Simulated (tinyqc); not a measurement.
Empirical pseudopotential in a few plane waves, step by step. One step of it, computed by the program tinyqc.

Question. Levels at G. Diagonalise the Hermitian matrix.

H(k) at G (eV), lower triangle:
```
,+0+0+0,-1-1-1,-1-1+1,-1+1-1,-1+1+1,+1-1-1,+1-1+1,+1+1-1,+1+1+1,-2+0+0,+0-2+0,+0+0-2,+0+0+2,+0+2+0,+2+0+0
+0+0+0,0.000000
-1-1-1,1.895274,15.647874
-1-1+1,-1.895274,0.000000,15.647874
-1+1-1,-1.895274,0.000000,0.258508,15.647874
-1+1+1,-1.895274,-0.258508,0.000000,0.000000,15.647874
+1-1-1,-1.895274,0.000000,0.258508,0.258508,0.000000,15.647874
+1-1+1,-1.895274,-0.258508,0.000000,0.000000,0.258508,0.000000,15.647874
+1+1-1,-1.895274,-0.258508,0.000000,0.000000,0.258508,0.000000,0.258508,15.647874
+1+1+1,1.895274,0.000000,-0.258508,-0.258508,0.000000,-0.258508,0.000000,0.000000,15.647874
-2+0+0,0.000000,-1.895274,-1.895274,-1.895274,1.895274,0.567620,-0.567620,-0.567620,-0.567620,20.863832
+0-2+0,0.000000,-1.895274,-1.895274,0.567620,-0.567620,-1.895274,1.895274,-0.567620,-0.567620,0.258508,20.863832
+0+0-2,0.000000,-1.895274,0.567620,-1.895274,-0.567620,-1.895274,-0.567620,1.895274,-0.567620,0.258508,0.258508,20.863832
+0+0+2,0.000000,-0.567620,1.895274,-0.567620,-1.895274,-0.567620,-1.895274,0.567620,-1.895274,-0.258508,-0.258508,0.000000,20.863832
+0+2+0,0.000000,-0.567620,-0.567620,1.895274,-1.895274,-0.567620,0.567620,-1.895274,-1.895274,-0.258508,0.000000,-0.258508,0.258508,20.863832
+2+0+0,0.000000,-0.567620,-0.567620,-0.567620,0.567620,1.895274,-1.895274,-1.895274,-1.895274,0.000000,-0.258508,-0.258508,0.258508,0.258508,20.863832
```

Give: eigenvalues.

Answer.

eigenvalues (eV): -1.5949  12.4914  12.4914  12.4914  13.8086  15.3894  15.3894  15.3894  18.0183  20.3468  20.3468  23.7618  23.7618  23.7618  24.5127
